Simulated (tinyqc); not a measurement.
Nanosheet or nanowire with hard walls, valleys of the Ge type: one step. One-dimensional subbands. Two cases, with inputs chosen for the exercise.

Question. The ten lowest levels of all groups together, numbered within each group.

Hard walls around a W x H rectangle. The block w_c of w in (y, z) confines; the transport mass follows from 1/m_x = w_xx - w_xc w_c^-1 w_cx. The cross-section problem c (w_yy ky^2 + 2 w_yz ky kz + w_zz kz^2), c = hbar^2/2m0, is solved in products sin(n pi y/W) sin(l pi z/H), n, l = 1 to 12; if w_yz = 0 the levels are c pi^2 (w_yy n^2/W^2 + w_zz l^2/H^2). The w_yz term couples (n, l) to (n', l') by -2 c w_yz D_nn'(W) D_ll'(H) with D_nm(L) = 4 n m/(L (n^2 - m^2)) for n + m odd and 0 otherwise.

Constants: hbar^2/2m0 = 3.80998211 eV angstrom^2.

Case 1.

Values chosen (out of a larger set: near those of Ge; not measured data): W = 115 angstrom (width, along y); H = 64 angstrom (height, along z = [001]).

Valleys:
```
group  valleys g       w_yy      w_zz    |w_yz|  m_x (m0)
A              2   4.534514  8.440096  5.523328  0.081000
B              2  12.345679  8.440096  0.000000  1.087000
```

Case 2.

Values chosen (out of a larger set: near those of Ge; not measured data): W = 90 angstrom (width, along y); H = 44 angstrom (height, along z = [001]).

Valleys:
```
group  valleys g       w_yy      w_zz    |w_yz|  m_x (m0)
A              2   4.542303  8.443991  5.517820  0.081000
B              2  12.345679  8.443991  0.000000  1.067667
```

Give: Subbands.

Answer.

Case 1.

Subbands:
```
label  valleys g  m_x (m0)  E (eV)
A1             2    0.0810  0.0813
A2             2    0.0810  0.0928
A3             2    0.0810  0.1112
B1             2    1.0870  0.1126
A4             2    0.0810  0.1357
A5             2    0.0810  0.1648
A6             2    0.0810  0.1970
B2             2    1.0870  0.2179
A7             2    0.0810  0.2316
A8             2    0.0810  0.2692
```

Case 2.

Subbands:
```
label  valleys g  m_x (m0)  E (eV)
A1             2    0.0810  0.1701
A2             2    0.0810  0.1882
A3             2    0.0810  0.2179
B1             2    1.0677  0.2213
A4             2    0.0810  0.2581
A5             2    0.0810  0.3075
A6             2    0.0810  0.3640
B2             2    1.0677  0.3933
A7             2    0.0810  0.4260
A8             2    0.0810  0.4929
```

The lowest subband is A1; the number of further ones in the list within kB T = 25.9 meV of it at 300 K is 1.

Computed by tinyqc, one run a case: `OMP_NUM_THREADS=1 python tinyqc.py N N+1 out.jsonl` with N = 1252575, 1280045; one thread of a shared Intel(R) Xeon(R) Processor @ 2.30GHz, about 0.2 s a run at most.
